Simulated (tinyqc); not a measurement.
Tunnelling through a gate dielectric, WKB transmission and Tsu-Esaki current: two steps of the calculation.

Electrons leave the emitter at x = 0. Energies E (motion across the layers) are in eV from the emitter Fermi level; the collector Fermi level lies at -V and offers states at every E. No charge in the dielectric and no image force: F1 = V/t1, U = phi1 - F1 x. With C = hbar^2/(2 m0), kappa = sqrt(m (U - E)/C) where U > E and 0 elsewhere; T(E) = exp(-S), S = 2 times the integral of kappa over x.

Inputs (values chosen for the exercise); dielectric values close to those of silicon dioxide: temperature T = 300 K; Fermi energy of the emitter above its band bottom Ef = 2.7 eV; emitter mass in the supply function me = 0.94 m0; barrier of layer 1 above the emitter Fermi level at zero bias phi1 = 3.19 eV; tunnelling mass of layer 1 m1 = 0.5 m0; thickness of layer 1 t1 = 2.9 nm; voltage across the dielectric V = 1 V; energy of the electron followed E = 0.12 eV; lower end of the energy grid Ea = -1.1 eV; upper end of the energy grid Eb = 0.28 eV; points of the energy grid nE = 11.

Constants: q = 1.602176634e-19 C, kB = 1.380649e-23 J/K, hbar = 1.054571817e-34 J s, m0 = 9.1093837015e-31 kg, Vt = kB T/q, hbar^2/(2 m0) = 0.0380998212 eV nm^2. Results are converted to the units shown.

Problem 1. WKB exponent in closed form. Each layer adds (2/F) sqrt(m/C) [G(u at its left edge) - G(u at its right edge)] to S, with u = U - E (0 where negative) and G(u) = (2/3) u^1.5. The slope follows from 1/d = -dS/dE.

Wanted: S; T(E); energy d over which T(E) grows by a factor e.

Solution 1.

S = 33.630
T(E) = 2.4811e-15
energy d over which T(E) grows by a factor e = 0.15187 eV

The midpoint rule gives S = 33.631, so its T(E) is 0.085 % below this value. The band edge stays above E through the whole stack: direct tunnelling through a trapezoid.

Problem 2. Current density on a coarse energy grid. J = J0 times the integral of T(E) N(E) dE, N = ln[(1 + exp(-E/Vt))/(1 + exp((-E - V)/Vt))], J0 = q^2 me m0 kB T/(2 pi^2 hbar^3) (times 1e-4 for A/cm^2 per eV), by Simpson's rule on nE equally spaced points from Ea to Eb.

Wanted: E; T(E); N; T(E) N; J0; J.

Solution 2.

| point | E (eV) | T(E) | N | T(E) N |
|---|---|---|---|---|
| 0 | -1.1000 | 1.7714e-18 | 38.661 | 6.8485e-17 |
| 1 | -0.9620 | 3.7626e-18 | 37.005 | 1.3923e-16 |
| 2 | -0.8240 | 8.1086e-18 | 31.873 | 2.5844e-16 |
| 3 | -0.6860 | 1.7746e-17 | 26.536 | 4.7089e-16 |
| 4 | -0.5480 | 3.9477e-17 | 21.198 | 8.3682e-16 |
| 5 | -0.4100 | 8.9366e-17 | 15.860 | 1.4173e-15 |
| 6 | -0.2720 | 2.0611e-16 | 10.521 | 2.1685e-15 |
| 7 | -0.1340 | 4.8495e-16 | 5.1889 | 2.5164e-15 |
| 8 | 0.0040 | 1.1659e-15 | 0.61877 | 7.2141e-16 |
| 9 | 0.1420 | 2.8688e-15 | 0.0041078 | 1.1785e-17 |
| 10 | 0.2800 | 7.2395e-15 | 1.9779e-5 | 1.4319e-19 |

J0 = 3.9326e8 A/(cm^2 eV)
J = 4.7507e-7 A/cm^2

The integrand peaks at E = -0.134 eV among these points.

tinyqc, about 0.05 s, one thread, Intel Xeon 2.30GHz (shared host): `OMP_NUM_THREADS=1 python tinyqc.py 2540117 2540118 out.jsonl`
